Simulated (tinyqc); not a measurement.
Coherent transport through a tight-binding region between two chains, step by step. One step of it, computed by the program tinyqc.

Question. Transmission at E = 0.56 eV. Surface Green function g = (E - i sqrt(4 t^2 - E^2)) / (2 t^2); self-energy tc^2 g on each contact site; G = (E - H - Sigma)^(-1); Gamma = -2 Im Sigma; T = Gamma_L Gamma_R |G_LR|^2; local density of states -Im G_ii / pi.

H of the central region (eV):
```
           1          2
1   0.590000  -1.440000
2  -1.440000  -0.450000
```

Leads: semi-infinite chains with site energy 0:
```
parameter                           value
lead hopping t (eV)              1.880000
coupling to the left lead (eV)   1.010000
coupling to the right lead (eV)  0.340000
left contact site                       1
right contact site                      2
```

E = 0.560000 eV

Give: g; G; local density of states; transmission.

Answer.

g = 0.079-0.526i 1/eV

G (1/eV):
```
               1             2
1  -0.421-0.128i  0.614+0.147i
2   0.614+0.147i  0.102-0.218i
```

local density of states (1/eV): 0.041  0.069

transmission = 0.052
